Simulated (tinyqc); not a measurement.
Magnetoresistance against angle.

Conductance G = G0 (1 + P1 P2 cos(phi)) at low bias, phi the angle between the magnetisations, normalised to Rp = RA/area at phi = 0.

Inputs (values chosen for the exercise):
- Dm = 44 nm (diameter)
- P1 = 0.71 (spin polarisation of the reference layer)
- P2 = 0.57 (spin polarisation of the free layer)
- RA = 2.3 ohm um^2 (resistance-area product, parallel state)

Magnetoresistance against angle:
```
phi (degree)  R (kohm)  R/Rp - 1 (%)  share of the full TMR (%)
0               1.5126             0                          0
20              1.5394        1.7682                     1.3005
45              1.6520        9.2161                     6.7783
70              1.8664        23.391                     17.204
90              2.1248        40.470                     29.765
110             2.4661        63.037                     46.363
135             2.9766        96.782                     71.182
160             3.4287        126.67                     93.165
180             3.5693        135.97                     100.00
```

What does the comparison show?

R rises from 1.51 to 3.57 kohm, TMR0 = 136 %. It is the conductance that follows cos(phi), so at 90 degrees R has covered only (1 - P1 P2)/2 = 29.8 % of its range.

Numbers from tinyqc (`OMP_NUM_THREADS=1 python tinyqc.py 2450014 2450015 out.jsonl`; about 0.01 s on one thread of a shared Intel Xeon 2.30GHz).
